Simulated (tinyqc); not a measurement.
# Gate sheet resistance from two finger widths

Inverse problem. At low frequency R = Rsh Wf/(3 L) + B/Wf, where B collects the channel and vertical terms. Find Rsh, B and the width of lowest R.

Values chosen for this exercise:
```
symbol  value  unit         meaning
L        0.58    um  channel length
```

input resistance of single fingers, contacted at one end, of width 0.51 and 6.1 um (ohm): [138.51525, 26.550122]

Solution. R Wf is a straight line in Wf^2; the minimum of R lies where both terms are equal.

Rsh = 4.30 ohm/square
B = 70.0 ohm um
width of lowest R = 5.32 um

Computed by the program tinyqc: `OMP_NUM_THREADS=1 python tinyqc.py 2262147 2262148 out.jsonl`, one thread of a shared Intel Xeon 2.30GHz, about 0.01 s for the whole run.
